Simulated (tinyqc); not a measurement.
MOSFET in the linear regime without short-channel effects, parameter extraction from computed curves: one step of the calculation.

Inversion charge Q = Cox n Vt W0(exp((Vg - VT)/(n Vt))), W0 the Lambert function and n = nf; u = Q/Cox; mobility mu = mu0/(1 + th1 u + th2 u^2); channel resistance Rch = (L - dL)/(W mu Q); Id = Vd/(Rch + Rsd/W). Cox = eps0 eox/tox. Small Vd, no channel-length or drain effects.

Question. The Y function. Y_i = Id_i/sqrt(gm_i). For Id = beta Vd x/(1 + th x), x = Vg - VT, Y = sqrt(beta Vd) x whatever th. Slope s from points 5 and 8; VT_Y = Vg - Y/s at point 8; beta = s^2/Vd; mobility beta L/(W Cox) with the drawn L; th* = (beta Vd x/Id - 1)/x at point 8.

Parameters, values chosen for the exercise; channel values of the order met in silicon transistors:
```
symbol  value        unit                                                                 meaning
eox      24.5              relative permittivity of the gate insulator (close to zirconium oxide)
tox        18          nm                                                     insulator thickness
mu0       140  cm^2/(V s)                                                      low-field mobility
th2         0       1/V^2                                      second mobility attenuation factor
W           1          um                                                              gate width
L         1.2          um                                                       drawn gate length
dL      0.009          um                                             drawn less effective length
Vd       0.01           V                                                           drain voltage
```

Constants: eps0 = 8.8541878128e-14 F/cm where lengths are in cm. Results are converted to the units shown.

```
point	Vg (V)	Id (uA)
0	0.4	4.7941437e-4
1	0.48	0.0044495816
2	0.56	0.027751731
3	0.64	0.085109504
4	0.72	0.16381142
5	0.8	0.25166860
6	0.88	0.34330517
7	0.96	0.43631208
8	1.04	0.52948254
9	1.12	0.62215481
```

gm, point 1 to 8 (uS): 0.17045198  0.50412452  0.85037305  1.0409943  1.1218359  1.1540218  1.1636086  1.1615170

Give: Y; s; VT_Y; beta; mobility from Y; th*.

Answer.

Y, point 1 to 8 (uA^0.5 V^0.5): 0.01078  0.03909  0.09229  0.1606  0.2376  0.3196  0.4045  0.4913
s = 1.057 uA^0.5 V^-0.5
VT_Y = 0.5752 V
beta = 111.7 uA/V^2
mobility from Y = 111.2 cm^2/(V s)
th* = -0.04139 1/V

The mobility from Y is 21 % below mu0 L/(L - dL) = 141 cm^2/(V s), which it should reach in deep inversion when th2 = 0.

Computed by the program tinyqc: `OMP_NUM_THREADS=1 python tinyqc.py 2210173 2210174 out.jsonl`, one thread of a shared Intel Xeon 2.30GHz, about 0.02 s for the whole run.
